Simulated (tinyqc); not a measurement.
## Off-state leakage of single and stacked transistors: leakage components against the body voltage

n-channel devices of unit width. Subthreshold current I(Vg, Vs, Vd) = I0 (T/300 K)^0.5 exp[(Vg - Vs - VT(T) - gb (Vs - Vb) + dd (Vd - Vs))/(nf Vt)] (1 - exp(-(Vd - Vs)/Vt)), VT(T) = VT - cT (T - 300 K). Gate-edge tunnelling Ig (Vd/1 V) exp(ag (Vd - 1 V)), for a gate at 0 V, and band-to-band leakage Ab u exp(-Bb/u), u = Vd - Vb + 1 V, flow at a drain held at V; both are taken as independent of T. In a stack of off transistors (all gates at 0 V) the same subthreshold current passes through each.

One transistor with Vg = Vs = 0, Vd = V; stack factor I(one)/I(two in series).

Values chosen for this exercise; values of the order met in bulk silicon logic transistors:

| symbol | value | unit | meaning |
|---|---|---|---|
| T | 330 | K | temperature |
| V | 0.9 | V | supply voltage |
| VT | 0.36 | V | threshold at 300 K, zero drain and body bias |
| cT | 1 | mV/K | fall of the threshold with temperature |
| I0 | 0.15 | uA/um | current at threshold at 300 K |
| nf | 1.26 |  | slope factor |
| dd | 0.16 |  | drain-induced lowering per volt |
| gb | 0.2 |  | rise of the threshold per volt of source-body bias |
| Ig | 3e-5 | uA/um | gate-edge tunnelling current at 1 V |
| ag | 6 | 1/V | exponential slope of the gate current |
| Ab | 8 | uA/(um V) | prefactor of band-to-band leakage at the drain |
| Bb | 22 | V | its exponential voltage |

Constants: q = 1.602176634e-19 C, kB = 1.380649e-23 J/K, Vt = kB T/q. Results are converted to the units shown.

The same in every row: gate edge (nA/um) = 0.01482; stack factor = 37.62.

Leakage components against the body voltage:

| Vb (V) | subthreshold (nA/um) | band-to-band (nA/um) | total (nA/um) | largest part |
|---|---|---|---|---|
| 0.2 | 2.674 | 0.03260 | 2.721 | subthreshold |
| 0 | 0.8757 | 0.1423 | 1.033 | subthreshold |
| -0.2 | 0.2868 | 0.4738 | 0.7753 | band-to-band |
| -0.4 | 0.09390 | 1.290 | 1.399 | band-to-band |
| -0.6 | 0.03075 | 3.015 | 3.060 | band-to-band |
| -0.8 | 0.01007 | 6.248 | 6.273 | band-to-band |
| -1 | 0.003298 | 11.77 | 11.79 | band-to-band |
| -1.2 | 0.001080 | 20.53 | 20.54 | band-to-band |
| -1.4 | 3.536e-4 | 33.60 | 33.61 | band-to-band |

Read the table: what changes, and by how much?

As Vb goes from 0.2 to -1.4, the total leakage goes from 2.72 through a minimum of 0.775 (at Vb = -0.2 among the rows listed) to 33.6 nA/um. The subthreshold part leads at Vb = 0.2, the band-to-band part from -0.2 on. The exact minimum lies at Vb = -0.153 V: reverse body bias lowers the subthreshold part by a decade every nf Vt ln 10/gb = 0.413 V but raises the band-to-band part. The reduction by a stack of two stays at 37.6, for the subthreshold part alone. For Vb = 0.2 the body is forward biased; the junction current, left out, is still small at this voltage.

Numbers from tinyqc (`OMP_NUM_THREADS=1 python tinyqc.py 2242060 2242061 out.jsonl`; about 0.03 s on one thread of a shared Intel Xeon 2.30GHz).
